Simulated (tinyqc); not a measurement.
Two-mode optical phonons of a ternary alloy from two coupled oscillators: one step, computed by the program tinyqc.

An alloy A(x)B(1-x)C has an A-C and a B-C bond oscillator. Each TO frequency moves linearly from the impurity mode (dilute end) to the TO of the pure crystal; each strength is proportional to the number of bonds.

Task: LO modes, coupled by the field. eps(omega) = eps_inf + W_1/(omega_1^2 - omega^2) + W_2/(omega_2^2 - omega^2) = 0 is the eigenproblem of the matrix [[omega_1^2 + W_1/eps_inf, sqrt(W_1 W_2)/eps_inf], [sqrt(W_1 W_2)/eps_inf, omega_2^2 + W_2/eps_inf]] for omega_LO^2. Uncoupled values keep the diagonal alone. eps_s = eps_inf + W_1/omega_1^2 + W_2/omega_2^2.

omega_1 (A-C, TO) = 511.37 1/cm

omega_2 (B-C, TO) = 429 1/cm

eps_inf = 8.7844

W_1 = 53190.72 1/cm^2

W_2 = 150562.7 1/cm^2

Give: matrix; lower LO mode; upper LO mode; uncoupled values; eps_s.

Result:

matrix (1/cm^2):
```
           1          2
1  2.676e+05  1.019e+04
2  1.019e+04  2.012e+05
```

lower LO mode = 446.8 1/cm

upper LO mode = 518.7 1/cm

uncoupled values (1/cm): 448.5  517.3

eps_s = 9.806

The field pushes the upper mode up by 1.48 and the lower one down by 1.71 per cm; the lower LO stays between the two TO modes.
